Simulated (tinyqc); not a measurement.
Inside a calculation: tunnelling through a thin dielectric with one trap, as a tight-binding chain. Values are carried at full precision from step to step, so a last printed digit may differ when a step is redone from the rounded ones.

Hopping -t everywhere, t = c/(m a^2), c = hbar^2/2m0; lead sites at 2t (band bottom 0), barrier sites 1 to N at 2t + phi, and site j has U besides. No voltage. Leads give S = -t exp(ika) on sites 1 and N, cos(ka) = 1 - E/(2t). T = (2 t sin(ka))^2 |G_1N|^2, G = (E - H - S)^-1. In the barrier cosh(q a) = 1 + (phi - E)/(2t).

Constants: hbar^2/2m0 = 3.80998211 eV angstrom^2; hbar = 6.58211957e-16 eV s.

Values chosen for the exercise (barrier and mass of the size used for Al2O3 on silicon; the results hold for these values, not for the real material): a = 2.5 angstrom (site spacing); m = 0.32 m0 (mass, the same in leads and barrier); phi = 2.01 eV (conduction edge of the barrier above that of the leads); U = -3.01 eV (extra energy on the trap site); E = 1.22 eV (electron energy); N = 8 (barrier sites); j = 3 (site of the trap).

## Scales

Form t, ka, q a, and the level of the trap in an endless barrier, Eb = phi + 2t - sqrt(4 t^2 + U^2).

t = 1.9050 eV
ka = 0.82332 rad
q a = 0.63333
Eb = 0.9645 eV

## The matrix E - H - S

Fill it in.

E - H - S (eV):
```
                 1        2        3        4        5        6
1  -3.3050+1.3971i   1.9050   0.0000   0.0000   0.0000   0.0000
2           1.9050  -4.6000   1.9050   0.0000   0.0000   0.0000
3           0.0000   1.9050  -1.5900   1.9050   0.0000   0.0000
4           0.0000   0.0000   1.9050  -4.6000   1.9050   0.0000
5           0.0000   0.0000   0.0000   1.9050  -4.6000   1.9050
6           0.0000   0.0000   0.0000   0.0000   1.9050  -4.6000
7           0.0000   0.0000   0.0000   0.0000   0.0000   1.9050
8           0.0000   0.0000   0.0000   0.0000   0.0000   0.0000

         7                8
1   0.0000           0.0000
2   0.0000           0.0000
3   0.0000           0.0000
4   0.0000           0.0000
5   0.0000           0.0000
6   1.9050           0.0000
7  -4.6000           1.9050
8   1.9050  -3.3050+1.3971i
```

## Transmission

Invert the matrix; T = (2 t sin(ka))^2 |G_1N|^2.

first row of G (1/eV): -0.1706-0.04443i  0.1964+0.04804i  0.6448+0.1604i  0.3418+0.08586i  0.1805+0.04690i  0.09416+0.02740i  0.04683+0.01926i  0.01892+0.01910i

T = 0.005642

Without the trap T is 0.000141: the trap changes it by a factor 40.1 at this energy.

## The resonance

Resonance: the lowest eigenvalue of H + S(E), iterated until its real part equals E (40 rounds from Eb = phi + 2t - sqrt(4t^2 + U^2), the level in an endless barrier). With v the normalised squared amplitudes of that state, Gamma_L = 2 t sin(ka) v_1, Gamma_R = 2 t sin(ka) v_N; Breit-Wigner T = Gamma_L Gamma_R/((E - Er)^2 + (Gamma_L + Gamma_R)^2/4).

Find Er, the two widths, the peak height 4 Gamma_L Gamma_R/(Gamma_L + Gamma_R)^2 and the escape time hbar/(Gamma_L + Gamma_R).

Er = 0.9652 eV

widths (meV): left 101.7, right 1.314

peak height = 0.05038
escape time = 6.39 fs

squared amplitudes: 0.0401  0.1466  0.6225  0.1461  0.0343  0.0080  0.0019  0.0005

The nearby leads move the level 0.7 meV above its value in an endless barrier. The trap is closer to the left lead, which takes 98.7 % of the escapes.

## Checks

- T at Er from the chain against the Breit-Wigner peak: 0.0501 against 0.0504.
- T without trap against the closed form for a lattice barrier: both 0.0001406.

tinyqc: `OMP_NUM_THREADS=1 python tinyqc.py 1451776 1451777 out.jsonl`; about 0.04 s, one thread, shared Intel(R) Xeon(R) Processor @ 2.30GHz.
